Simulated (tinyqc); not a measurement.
# Surface potential of a MOS transistor: implicit equation and explicit approximations: what changes with what

p-type body, charge-sheet picture, depletion and inversion only, full ionisation (an idealisation for deep acceptors), Boltzmann statistics (rough once Na exp(x - xn) passes about Nc/7). In units of Vt: xg = (Vg - Vfb)/Vt, x = psi/Vt, G = gamma/sqrt(Vt), xn = (2 phiF + Vc)/Vt. The implicit equation is (xg - x)^2 = G^2 [x - 1 + exp(x - xn)] for x above about 3. Cox = eps0 eox/tox.

Inputs (values chosen for the exercise); band and dielectric values close to those of 4H silicon carbide:
- T = 300 K (temperature)
- Eg = 3.22 eV (band gap)
- eps_r = 9.52 (relative permittivity)
- Nc = 1.73e19 cm^-3 (conduction-band density of states at T)
- Nv = 2.52e19 cm^-3 (valence-band density of states at T)
- eox = 3.9 (relative permittivity of the gate insulator (close to silicon dioxide))
- tox = 3.1 nm (insulator thickness)
- Na = 1.1e17 cm^-3 (acceptor density)
- Vfb = -0.83 V (flat-band voltage)
- Vc = 0 V (channel-body voltage)
- Vg = 3.28 V (gate-body voltage)

Constants: q = 1.602176634e-19 C, kB = 1.380649e-23 J/K, Vt = kB T/q, eps0 = 8.8541878128e-14 F/cm where lengths are in cm. Results are converted to the units shown.

Each table varies one quantity; the others keep the values above.

## Accuracy of the approximations against gate voltage

ni = sqrt(Nc Nv) exp(-Eg/(2 Vt)), Eg in volts; phiF = Vt ln(Na/ni); gamma = sqrt(2 q eps0 eps_r Na)/Cox; VT = Vfb + Vt (xn + G sqrt(xn - 1)). Depletion value a = 1 + [sqrt(G^2/4 + xg - 1) - G/2]^2; inversion value b = xn + ln[(xg - xn)^2/G^2 - xn + 1] and first guess y = min(a, b) - ln(1 + exp(-|a - b|)) if a > xn + 1, else b = y = a; one second-order correction with D = exp(y - xn), p = 2 (xg - y) + G^2 (1 + D), w = (xg - y)^2 - G^2 (y - 1 + D): z = y + 2 w/(p + sqrt(p^2 - 2 (2 - G^2 D) w)), or the Newton step z = y + w/p where the root is not real. N_inv = (Cox Vt G/q) [sqrt(x - 1 + exp(x - xn)) - sqrt(x - 1)] at the root. Lambert form (Cox m Vt/q) W0[(G/(2 m sqrt(xn - 1))) exp((Vg - VT)/(m Vt))], m = 1 + G/(2 sqrt(xn - 1)). Errors under 1e-4 mV, and the linear form below VT, are printed as 0.

Result of one run:
```
Vg (V)	psi (V)	x - xn	error of y (mV)	error of z (mV)	N_inv (cm^-2)	Cox (Vg - VT)/q (cm^-2)	Lambert form (cm^-2)
3.38	3.1414	7.4525	9.15	-0.259	5.5303e12	6.9295e12	5.6986e12
```

What becomes of these results when the gate-body voltage Vg is changed from 3.38 to 1.98 V, all else the same?

Result of the changed run:
```
Vg (V)	psi (V)	x - xn	error of y (mV)	error of z (mV)	N_inv (cm^-2)	Cox (Vg - VT)/q (cm^-2)	Lambert form (cm^-2)
1.98	2.5635	-14.903	0	0	2943.6	0	2681.0
```

The whole series:
```
Vg (V)	psi (V)	x - xn	error of y (mV)	error of z (mV)	N_inv (cm^-2)	Cox (Vg - VT)/q (cm^-2)	Lambert form (cm^-2)
1.98	2.5635	-14.903	0	0	2943.6	0	2681.0
2.18	2.7544	-7.5184	6.28e-4	0	4.5713e6	0	4.3921e6
2.38	2.9446	-0.15946	0.953	0	6.9269e9	0	6.9348e9
2.58	3.0616	4.3651	24.0	7.23	5.4774e11	1.3675e12	5.6932e11
2.78	3.0968	5.7259	17.1	-2.96	1.6828e12	2.7580e12	1.7490e12
2.98	3.1165	6.4883	13.0	-0.897	2.9303e12	4.1485e12	3.0359e12
3.18	3.1305	7.0295	10.7	-0.440	4.2192e12	5.5390e12	4.3584e12
3.38	3.1414	7.4525	9.15	-0.259	5.5303e12	6.9295e12	5.6986e12
3.58	3.1504	7.8006	8.07	-0.169	6.8555e12	8.3200e12	7.0491e12
```

psi rises from 2.56 to 3.15 V and ends 7.8 Vt above 2 phiF + Vc. Among the rows the first guess is off by at most 24 mV (at Vg = 2.58 V) and the corrected value by at most 7.2 mV. In the last row the linear form is 21 % above N_inv and the Lambert form 2.8 % above it; in the first row the Lambert form is 8.9 % below it. For Vg = 2.58, 2.78, 2.98, 3.18, 3.38, 3.58 the electron quasi-Fermi level lies less than 2 Vt below the band edge at the surface, or above it, where degeneracy and confinement, left out, matter.

## Effect of the insulator thickness at fixed gate voltage

Same model as above.

Effect of the insulator thickness at fixed gate voltage:
```
tox (nm)	psi (V)	x - xn	error of y (mV)	error of z (mV)	N_inv (cm^-2)	Cox (Vg - VT)/q (cm^-2)	Lambert form (cm^-2)
1	3.193	9.466	12.3	-0.769	1.784e13	2.319e13	1.881e13
1.4	3.177	8.821	11.5	-0.585	1.246e13	1.604e13	1.304e13
1.9	3.161	8.229	10.8	-0.461	8.854e12	1.133e13	9.214e12
2.6	3.145	7.609	10.1	-0.369	6.095e12	7.787e12	6.307e12
3.6	3.128	6.942	9.64	-0.308	3.983e12	5.113e12	4.099e12
5	3.110	6.219	9.46	-0.287	2.423e12	3.166e12	2.482e12
6.8	3.089	5.443	9.95	-0.337	1.352e12	1.841e12	1.379e12
9.3	3.062	4.378	12.4	-0.724	5.543e11	8.519e11	5.635e11
```

As tox goes from 1 to 9.3, psi falls from 3.19 to 3.06 V, x - xn falls from 9.47 to 4.38 and N_inv falls from 1.78e13 to 5.54e11 cm^-2. The Lambert form lies between 1.02 and 1.05 times N_inv. In every row the electron quasi-Fermi level lies less than 2 Vt below the band edge at the surface, or above it, where degeneracy and confinement, left out, matter.

tinyqc, about 0.01 s, one thread, Intel Xeon 2.30GHz (shared host): `OMP_NUM_THREADS=1 python tinyqc.py 2122078 2122079 out.jsonl`
